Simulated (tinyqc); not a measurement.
Weaire-Thorpe hybrids on a Bethe lattice: gap and dangling bond of an amorphous tetrahedral solid: sweeps and comparisons. A value that a table varies takes the place of the one given here.

Four sp3 hybrids an atom at energy 0, coupled by -V1 on the atom and by -V2 along a bond; the bonds form a tree (no rings). For any network the gap runs at least from -V2 + V1 to V2 - 3 V1, and p-like states pile up at -V2 + V1 and V2 + V1. On the tree the gap is wider: it ends at Ec = -V1 + sqrt(V2^2 + 4 V1^2 - 2 sqrt3 V1 V2), which makes it well wider than the gaps of the real glasses. A branch seen from a hybrid has the self-energy S = V2^2 g, where g is the Green function of the hybrid across the bond, whose three partners carry S themselves. With a = z - V1, b = a - S: g = 1/(a + V1 b/(b + 3 V1)), z = E + i eta. A full atom has G = (1/b)(b + 3 V1)/(b + 4 V1) per hybrid; a dangling hybrid with shift dh has G = 1/(1/g - dh).

Values chosen for the exercise (of the size of tabulated hybrid energies for amorphous germanium; not measured data): V1 = 1.81 eV (coupling of two hybrids on one atom); V2 = 4.19 eV (coupling of the two hybrids of a bond); eta = 0.05 eV (broadening); dh = -0.08 eV (shift of the dangling hybrid (rehybridisation)); VH = 4.71 eV (coupling to a hydrogen atom); eH = -2.84 eV (hydrogen level); E1s = -3.6 eV (first energy); dE = 0.42 eV (step).

## Bulk, dangling and hydrogenated hybrids across the gap

edges (eV): Ev -2.38000, Ec(bound) -1.24000, Ec(tree) 0.28502

Thirteen energies E1s + j dE. With hydrogen the hybrid gains the self-energy VH^2/(z - eH) and dh = 0.

Density per hybrid (1/eV):

| E (eV) | bulk | dangling | with hydrogen |
|---|---|---|---|
| -3.60 | 0.0039 | 0.0017 | 0.0016 |
| -3.18 | 0.0069 | 0.0014 | 0.0009 |
| -2.76 | 0.0276 | 0.0016 | 0.0007 |
| -2.34 | 0.9709 | 0.0019 | 0.0006 |
| -1.92 | 0.0190 | 0.0027 | 0.0006 |
| -1.50 | 0.0056 | 0.0041 | 0.0006 |
| -1.08 | 0.0029 | 0.0076 | 0.0007 |
| -0.66 | 0.0020 | 0.0200 | 0.0008 |
| -0.24 | 0.0018 | 0.1679 | 0.0010 |
| 0.18 | 0.0031 | 0.1607 | 0.0019 |
| 0.60 | 0.0214 | 0.1280 | 0.0121 |
| 1.02 | 0.0293 | 0.1147 | 0.0220 |
| 1.44 | 0.0338 | 0.1028 | 0.0330 |

What does this show, and why?

Between Ev = -2.38 and Ec = 0.29 eV the bulk density is a broadening tail (least 0.0018). The dangling hybrid reaches 0.168 at -0.24 eV among these rows; its level lies at -0.036 eV, and the peak there, of width eta, is far higher unless a row falls on it. With hydrogen the largest value on the rows inside the gap, more than 0.05 eV from an edge, is 0.0019, and 1/g = VH^2/(E - eH) has no root in the gap: the state has gone into a bonding level below and an antibonding one above.

## Level against rehybridisation

Root of 1/g(E) = dh for eta = 0 in the gap of the tree, between Ev = -V2 + V1 and Ec; a dash: none. A flatter atom makes the hybrid more p-like (dh > 0, up to V1), a more pyramidal one more s-like (dh < 0).

Level:

| dh (eV) | E (eV) | above Ev (eV) | weight |
|---|---|---|---|
| -3.0 | -1.7305 | 0.6495 | 0.584 |
| -2.5 | -1.4328 | 0.9472 | 0.604 |
| -2.0 | -1.1279 | 1.2521 | 0.613 |
| -1.5 | -0.8223 | 1.5577 | 0.607 |
| -1.0 | -0.5241 | 1.8559 | 0.582 |
| -0.5 | -0.2446 | 2.1354 | 0.531 |
| 0.0 | 0.0000 | 2.3800 | 0.440 |
| 0.5 | 0.1861 | 2.5661 | 0.293 |
| 1.0 | 0.2803 | 2.6603 | 0.071 |

What can be read from the table?

A level exists for 9 of the 9 rows, from dh = -3 (0.650 eV above Ev) to 1 (2.660 eV); the gap of the tree is 2.665 eV. Its slope dE/d(dh) is the weight, largest at dh = -2 (0.61). A level that rises as the atom flattens is why an emptied dangling bond relaxes flat and a doubly filled one pyramidal.

## Stretching the bonds

V2 is scaled as (d0/d)^2 and V1 stays. Bound 2 V2 - 4 V1; tree V2 - 2 V1 + sqrt(V2^2 + 4 V1^2 - 2 sqrt3 V1 V2); a negative bound means that a network with rings may have no gap.

Against d/d0:

| d/d0 | V2 (eV) | V2/V1 | bound (eV) | tree (eV) |
|---|---|---|---|---|
| 0.96 | 4.546 | 2.512 | 1.853 | 3.222 |
| 0.98 | 4.363 | 2.410 | 1.486 | 2.930 |
| 1.00 | 4.190 | 2.315 | 1.140 | 2.665 |
| 1.02 | 4.027 | 2.225 | 0.815 | 2.425 |
| 1.04 | 3.874 | 2.140 | 0.508 | 2.209 |
| 1.07 | 3.660 | 2.022 | 0.079 | 1.924 |
| 1.10 | 3.463 | 1.913 | -0.314 | 1.682 |
| 1.15 | 3.168 | 1.750 | -0.904 | 1.359 |

How do the results move?

The bound falls by 168 meV for each per cent of stretch near d0 and vanishes at d/d0 = 1.076, inside the table. Weak, stretched bonds therefore put states closest to the edges, one origin of band tails.

## What each parameter does

Ev = -V2 + V1, conduction edge of the tree -V1 + sqrt(V2^2 + 4 V1^2 - 2 sqrt3 V1 V2), and the level that solves 1/g(E) = dh for eta = 0. Each row changes one parameter from the base and keeps the others.

Results:

| case | Ev (eV) | Ec (eV) | level (eV) | weight |
|---|---|---|---|---|
| base | -2.3800 | 0.2850 | -0.0359 | 0.458 |
| V1 = 1.73 eV | -2.4600 | 0.3718 | -0.0397 | 0.504 |
| V2 = 4.34 eV | -2.5300 | 0.3644 | -0.0389 | 0.494 |
| dh = -0.18 eV | -2.3800 | 0.2850 | -0.0828 | 0.478 |

What can be read from the table?

The largest shifts from the base row, up to three for each result and ties (the steps differ in size, so this ranks the rows, not the parameters). Ev (eV): V2 -0.1500, V1 -0.0800; unchanged at the printed digits by dh. Ec (eV): V1 +0.0868, V2 +0.0794; unchanged at the printed digits by dh. level (eV): dh -0.0468, V1 -0.0038, V2 -0.0029. weight: V1 +0.046, V2 +0.036, dh +0.020.

(tinyqc, `OMP_NUM_THREADS=1 python tinyqc.py 1451949 1451950 out.jsonl`, Intel(R) Xeon(R) Processor @ 2.30GHz, 1 thread, shared host, about 0.02 s.)
